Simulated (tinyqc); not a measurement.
Coherent potential approximation for a binary alloy with a semi-elliptic band: one step. First step: the average t-matrix. Two cases, with inputs chosen for the exercise.

Task: With S = 0 form G, tA, tB, <t> and the new S.

Site levels eA = -x d (share 1 - x) and eB = (1 - x) d (share x), so that their mean, the virtual crystal, is 0. Pure band: G0(z) = 2 (z - sqrt(z - W) sqrt(z + W))/W^2 with principal roots, density -Im G/pi per site. The medium has a self-energy S(z), G = G0(z - S), z = E + i eta. t_i = (e_i - S)/(1 - (e_i - S) G); the CPA demands <t> = (1 - x) tA + x tB = 0. Iteration: start at S = 0, set S(new) = S + <t>/(1 + <t> G), stop when |<t>| < 1e-9 eV.

Case 1.

Values chosen:
- W = 3.7 eV (half width of the pure band)
- x = 0.1 (fraction of B)
- d = 2.41 eV (eB - eA)
- eta = 0.074 eV (broadening)
- E = 2.81 eV (energy)

Case 2.

Values chosen:
- W = 1.2 eV (half width of the pure band)
- x = 0.46 (fraction of B)
- d = 0.91 eV (eB - eA)
- eta = 0.024 eV (broadening)
- E = 0.53 eV (energy)

Give: eA, eB; G; tA, tB; <t>; S after one step.

Result:

Case 1.

eA, eB (eV): -0.2410  2.1690

G = 0.39791-0.34123i 1/eV

tA, tB (eV): -0.2187-0.0164i  0.5242-2.8336i

<t> = -0.1444-0.2981i eV
S after one step = -0.1415-0.3662i eV

Case 2.

eA, eB (eV): -0.4186  0.4914

G = 0.71971-1.46243i 1/eV

tA, tB (eV): -0.2634-0.1239i  0.3400-0.3780i

<t> = 0.0142-0.2408i eV
S after one step = 0.1191-0.3308i eV

Computed by tinyqc, one run a case: `OMP_NUM_THREADS=1 python tinyqc.py N N+1 out.jsonl` with N = 1451726, 1452093; one thread of a shared Intel(R) Xeon(R) Processor @ 2.30GHz, about 0.01 s a run at most.
